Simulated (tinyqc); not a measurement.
Strong pi bonds keep dimers flat: buckled dimers of a reconstructed (001) surface, two dangling bonds a dimer.

In a dimer one atom moves up by z and the other down by z; the dangling bond of the up atom (more s-like) falls by gm z and that of the down atom rises by gm z. With all dimers tilted alike: H(k) = [[-gm z - 2 ta cos k, -tp - 2 tx cos k], [., gm z - 2 ta cos k]], k along the row in 1/a. Two electrons a dimer fill the lowest N of the 2N levels on the mesh k_j = (j + 1/2) pi/N. Total energy a dimer: W(z) = (2/N) sum of the filled levels + kf z^2. Repulsion between electrons is left out.

Parameters, chosen for this exercise (of the size met on Si(001); the results hold for these values, not for the real material): ta = 0.05 eV (coupling between like atoms along the row); tx = 0.01 eV (diagonal coupling along the row); gm = 1.88 eV/angstrom (shift of a dangling bond with height); kf = 6.2 eV/angstrom^2 (force constant of buckling); N = 12 (k points).

tp is varied; z minimises W on 0 to 1 angstrom; gap on 201 points; charge moved: the mean of gm z/sqrt((gm z)^2 + h^2) over the mesh, h the off-diagonal element.

Against tp:

| tp (eV) | z (angstrom) | gain (eV) | gap (eV) | charge moved (e) |
|---|---|---|---|---|
| 0.10 | 0.2984 | 0.3879 | 0.9405 | 0.984 |
| 0.20 | 0.2839 | 0.2405 | 0.9405 | 0.936 |
| 0.30 | 0.2578 | 0.1282 | 0.9406 | 0.850 |
| 0.45 | 0.1863 | 0.0254 | 0.9407 | 0.614 |
| 0.60 | 0.0000 | 0.0000 | 1.0000 | 0.000 |
| 0.80 | 0.0000 | 0.0000 | 1.4000 | 0.000 |
| 1.00 | 0.0000 | 0.0000 | 1.8000 | 0.000 |
| 1.30 | 0.0000 | 0.0000 | 2.4000 | 0.000 |
| 1.60 | 0.0000 | 0.0000 | 3.0000 | 0.000 |

Dimers buckle for tp up to 0.45 eV among these rows; for an isolated dimer the limit is gm^2/kf = 0.570 eV. While buckled, the splitting, on average over k, stays near 2 gm^2/kf = 1.140 eV whatever tp is, and beyond the limit it follows 2 tp; the gap is smaller by the width of the bands, about 4 ta = 0.20 eV.

tinyqc: `OMP_NUM_THREADS=1 python tinyqc.py 1482462 1482463 out.jsonl`; about 0.05 s, one thread, shared Intel(R) Xeon(R) Processor @ 2.30GHz.
